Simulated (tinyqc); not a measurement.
## Doping from resistivity

Question. A uniform, uncompensated and fully ionised sample has rho = 1/(q N mu), mu = m1 + (m2 (T/300 K)^(-bt) - m1)/(1 + (N/Nr)^am). Find N, mu and the diffusion coefficient mu Vt.

Inputs (values chosen for the exercise):
- T = 250 K (temperature)
- m1 = 43.9 cm^2/(V s) (mobility limit at high doping)
- m2 = 485 cm^2/(V s) (mobility limit at low doping, at 300 K)
- Nr = 2.25e17 cm^-3 (reference doping of the mobility law)
- am = 0.701 (exponent of the mobility law)
- bt = 1.9 (temperature exponent of m2)

Constants: q = 1.602176634e-19 C, kB = 1.380649e-23 J/K, Vt = kB T/q. Results are converted to the units shown.

resistivity = 0.84865498 ohm cm

Solution. With am below 1 the product N mu rises steadily with N, so one doping matches; it is found by iterating N = 1/(q rho mu(N)).

N = 1.200e16 cm^-3
mu = 612.9 cm^2/(V s)
diffusion coefficient = 13.20 cm^2/s

Numbers from tinyqc (`OMP_NUM_THREADS=1 python tinyqc.py 2110001 2110002 out.jsonl`; about 0.01 s on one thread of a shared Intel Xeon 2.30GHz).
